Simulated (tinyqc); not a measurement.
Metal-interlayer-semiconductor contact, depinning against tunnelling resistance: one step of the calculation.

Zero bias, n-type semiconductor. Gap states at the semiconductor surface thin out as exp(-be ti), which unpins the barrier; electrons must then cross the interlayer (a rectangular barrier, no voltage drop across it) and the parabolic depleted layer, both by WKB. Energies E are counted from the Fermi level; no image force, parabolic bands.

Question. Pinning, barrier and scales. S = 1/(1 + (1/S0 - 1) exp(-be ti)); phiB = S (phiM - chi) + (1 - S)(Eg - E0); xi = Ec - EF deep inside, from Nd = Nc F(-xi/Vt), F(x) = (2/sqrt(pi)) int_0^infinity sqrt(u) du/(1 + exp(u - x)); band bending U = phiB - xi; E00 = (hbar/2) sqrt(Nd/(eps0 eps_r mt m0)) in volts; A = 4 pi q mA m0 kB^2/h^3.

Values chosen for this exercise; semiconductor values close to those of gallium arsenide; interlayer mass of the order of that in aluminium oxide, offset chosen freely:
- T = 400 K (temperature)
- Eg = 1.42 eV (band gap)
- eps_r = 12.4 (relative permittivity)
- chi = 3.99 eV (electron affinity)
- Nc = 6.77e17 cm^-3 (conduction-band density of states at T)
- mt = 0.066 m0 (tunnelling mass in the semiconductor)
- mA = 0.0662 m0 (Richardson mass)
- Nd = 1.2e18 cm^-3 (donor density)
- E0 = 0.51 eV (charge-neutrality level above the valence band)
- S0 = 0.1 (pinning factor without interlayer)
- phiM = 4.46 eV (metal work function)
- ti = 1.7 nm (interlayer thickness)
- be = 2.4 1/nm (decay constant of gap states through the interlayer)

Constants: q = 1.602176634e-19 C, kB = 1.380649e-23 J/K, eps0 = 8.8541878128e-12 F/m, hbar = 1.054571817e-34 J s, h = 6.62607015e-34 J s, m0 = 9.1093837015e-31 kg, Vt = kB T/q. Results are converted to the units shown.

Give: S; phiB; xi; U; E00; A.

Answer.

S = 0.86793
phiB = 0.52811 eV
xi = -0.040823 eV
U = 0.56893 eV
E00 = 0.022482 eV
A = 7.9555 A/(cm^2 K^2)

Computed by the program tinyqc: `OMP_NUM_THREADS=1 python tinyqc.py 2270039 2270040 out.jsonl`, one thread of a shared Intel Xeon 2.30GHz, about 0.02 s for the whole run.
